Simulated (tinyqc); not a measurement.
Born-von Karman spring model of a cubic crystal with one atom per cell: one step, computed by the program tinyqc.

First neighbours lie at a/2 (1,1,1) (8 of them), second at a (1,0,0) (6), with all permutations and signs; the volume per atom is Omega = a^3/2. Two shells of springs match a real metal only roughly, above all at the zone boundary.

Question. Sound velocities. rho = M/Omega and v = sqrt(C/rho), with C = C11, C44, C44 along [100]; (C11 + C12 + 2 C44)/2, C44, (C11 - C12)/2 along [110]; (C11 + 2 C12 + 4 C44)/3 and twice (C11 - C12 + C44)/3 along [111].

Inputs (values chosen for the exercise, modelled on molybdenum): lattice constant a = 3.147 angstrom; atomic mass M = 95.95 u.

Lattice: bcc.

C11 = 532.4637 GPa

C44 = 117.0280 GPa

C12 = 159.9970 GPa

Constants: u = 1.6605390666e-27 kg.

Give: density rho; Velocities (m/s).

Answer.

density rho = 10224 kg/m^3

Velocities (m/s):
```
direction  longitudinal  transverse 1  transverse 2
[100]              7217          3383          3383
[110]              6731          3383          4268
[111]              6561          3995          3995
```

Along [110] the two transverse waves differ by a factor sqrt(2 C44/(C11 - C12)) = 0.793.
